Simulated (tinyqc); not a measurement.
# Raman shift of the zone-centre optical phonon of a diamond-structure crystal under stress, step by step

A worked calculation. Computed by tinyqc, a small Python program that keeps every step. Command: `OMP_NUM_THREADS=1 python tinyqc.py 3013111 3013112 out.jsonl ramanstress walk`. One thread of a shared host (Intel(R) Xeon(R) Processor @ 2.30GHz), about 0.01 s of CPU time with the checks. Intermediate numbers are printed to about 5 digits and carried at full precision; extremes and crossings named in words are read from the listed rows.

Axes x, y, z are the cube axes. Strain shifts the threefold optical mode and can split it; p, q and r are the phonon deformation potentials.

Inputs (values chosen for the exercise, modelled on diamond):

| quantity | value | unit |
|---|---|---|
| unstrained frequency omega_0 | 1335 | 1/cm |
| p/omega_0^2 | -2.71 | - |
| q/omega_0^2 | -1.83 | - |
| r/omega_0^2 | -1.94 | - |
| C11 | 1090 | GPa |
| C12 | 124.7 | GPa |
| C44 | 578.1 | GPa |
| stress sigma (tension positive) | -0.22 | GPa |
| polarisation angle phi | 10 | degree |
| temperature coefficient d omega/dT | -0.011 | 1/(cm K) |
| local temperature T | 450 | K |
| laser wavelength | 364 | nm |

Stress state: uniaxial. Axis: [110].

Constants: h = 6.62607015e-34 J s; c = 299792458 m/s; k_B = 1.380649e-23 J/K.

## Compliances

S11 = (C11 + C12)/D, S12 = -C12/D, D = (C11 - C12)(C11 + 2 C12), S44 = 1/C44.

S11 = 0.93950 1/TPa

S12 = -0.096448 1/TPa

S44 = 1.7298 1/TPa

## Stress and strain tensors

Uniaxial stress along the unit vector n of the axis: sigma_ij = sigma n_i n_j. eps_xx = S11 sigma_xx + S12 (sigma_yy + sigma_zz), and cyclic; eps_xy = S44 sigma_xy/2 (tensor strain).

stress (GPa):
```
       x      y     z
x  -0.11  -0.11  0.00
y  -0.11  -0.11  0.00
z   0.00   0.00  0.00
```

strain (per mille):
```
           x          y         z
x  -0.092736  -0.095139  0.000000
y  -0.095139  -0.092736  0.000000
z   0.000000   0.000000  0.021219
```

volume strain = -0.16425 per mille

## Secular matrix and shifts

Secular matrix: M_xx = p eps_xx + q (eps_yy + eps_zz), M_xy = 2 r eps_xy; its eigenvalues are omega^2 - omega_0^2, and the shifts are these over 2 omega_0.

M/(2 omega_0) (1/cm):
```
         x        y        z
x  0.25511  0.24640  0.00000
y  0.24640  0.25511  0.00000
z  0.00000  0.00000  0.18817
```

shifts, in rising order (1/cm): 0.00871  0.18817  0.50151

All three modes are split. Compression hardens every mode.

## Mean shift and Grueneisen parameter

gamma = -(p + 2q)/(6 omega_0^2); the mean of the three shifts is -gamma omega_0 x (volume strain).

mode Grueneisen parameter gamma = 1.0617

mean shift = 0.23280 1/cm

## The line seen from a (001) surface

Backscattering from a (001) surface: incident polarisation (cos phi, sin phi, 0). With Raman tensors (R_z)_xy = (R_z)_yx = 1 and cyclic, only the z component u_z of a mode counts: I = u_z^2 sin^2(2 phi) for parallel and u_z^2 cos^2(2 phi) for crossed polarisers. An unresolved line sits at the intensity-weighted shift, which is M_zz/(2 omega_0).

total intensity, parallel = 0.11698

total intensity, crossed = 0.88302

shift of the observed line = 0.18817 1/cm

shift per stress = -0.85534 1/(cm GPa)

stress per shift = -1169.1 MPa cm

The z-polarised mode is an eigenmode here, so one line is seen.

## The same stress in different states

Uniaxial: sigma n n^T; biaxial: sigma (1 - n n^T); hydrostatic: sigma 1. The line seen from (001) is taken as unresolved, at the intensity-weighted shift M_zz/(2 omega_0).

Shifts (1/cm):

| state | lowest | middle | highest | line seen from (001) |
|---|---|---|---|---|
| uniaxial [100] | 0.18817 | 0.18817 | 0.32205 | 0.18817 |
| uniaxial [110] | 0.00871 | 0.18817 | 0.50151 | 0.18817 |
| uniaxial [001] | 0.18817 | 0.18817 | 0.32205 | 0.32205 |
| uniaxial [111] | 0.06853 | 0.06853 | 0.56133 | 0.23280 |
| biaxial, normal [001] | 0.37635 | 0.51022 | 0.51022 | 0.37635 |
| biaxial, normal [111] | 0.13706 | 0.62987 | 0.62987 | 0.46560 |
| hydrostatic | 0.69840 | 0.69840 | 0.69840 | 0.69840 |

Seen from (001), uniaxial stress along [100] and along [110] give the same shift (0.188), and equal biaxial stress in the plane gives twice as much (0.376), since only sigma_xx + sigma_yy and sigma_zz enter M_zz. Stress along [001] gives 0.322. One measured shift therefore fixes the stress only once its state is assumed: read as uniaxial in the plane, a shift implies twice the stress that it does read as biaxial.

## Heating mistaken for stress

A temperature above 300 K shifts the line by (d omega/dT)(T - 300 K); divided by the shift per stress it poses as a stress; the total shift adds it to the shift of the observed line. The anti-Stokes to Stokes ratio is [(omega_L + omega_0)/(omega_L - omega_0)]^3 exp(-h c omega_0/(k_B T)) in photon counts, omega_L = 1/wavelength, resonance effects left out.

thermal shift = -1.65 1/cm

apparent stress from heating = 1.9291 GPa

total shift = -1.4618 1/cm

anti-Stokes/Stokes ratio = 0.018750

Heating poses as tension, 877 % of the true stress in size; the intensity ratio gives T apart from the shift.

Checks made by the program: mean of the eigenvalues against the trace rule (relative difference below 1e-10); weighted mean of the modes against M_zz (relative difference below 1e-10).
